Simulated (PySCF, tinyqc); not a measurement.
The basis set: RHF and MP2 along a ladder of basis sets, for H4, spin multiplicity 1. Computed by the program tinyqc with PySCF. Same geometry throughout; the dipole is taken about the origin.

Geometry (angstrom):

| atom | x | y | z |
|---|---|---|---|
| H | 0.0000 | 0.0000 | 0.0000 |
| H | 0.0000 | 0.0000 | 0.7420 |
| H | 0.0000 | 0.9630 | 0.0000 |
| H | 0.0000 | 0.9630 | 0.7420 |

RHF and frozen-core MP2 in a ladder of bases:

| basis | functions | E(RHF) (hartree) | E(MP2 corr) (hartree) | HOMO (eV) | LUMO (eV) | dipole (debye) |
|---|---|---|---|---|---|---|
| sto-3g | 4 | -1.86444 | -0.03570 | -7.924 | 10.553 | 0.000 |
| 3-21g | 8 | -1.96465 | -0.04250 | -9.534 | 3.536 | 0.000 |
| 6-31g | 8 | -1.97387 | -0.04253 | -9.643 | 3.125 | 0.000 |
| 6-31g** | 20 | -1.99346 | -0.06506 | -9.399 | 3.225 | 0.000 |
| cc-pvdz | 20 | -1.99010 | -0.06481 | -9.407 | 2.700 | 0.000 |
| aug-cc-pvdz | 36 | -1.99140 | -0.06757 | -9.484 | 1.128 | 0.000 |
| cc-pvtz | 56 | -2.00068 | -0.07817 | -9.473 | 2.328 | 0.000 |

What does the comparison show, and why?

From cc-pVDZ to cc-pVTZ the RHF energy falls by 10.6 mhartree and the correlation energy by 13.4. If valence correlation converges as X^-3, (27 E(T) - 8 E(D))/19 gives -0.0838 hartree, a rough estimate from such small X that usually falls short; STO-3G holds about 43 % of it. Beyond STO-3G the LUMO moves by 2.4 eV and the HOMO by 0.2 eV. The restricted reference is unstable here: a spin-polarised solution lies 0.0001 hartree lower (PySCF, cc-pVDZ), so results built on it describe a poor reference.
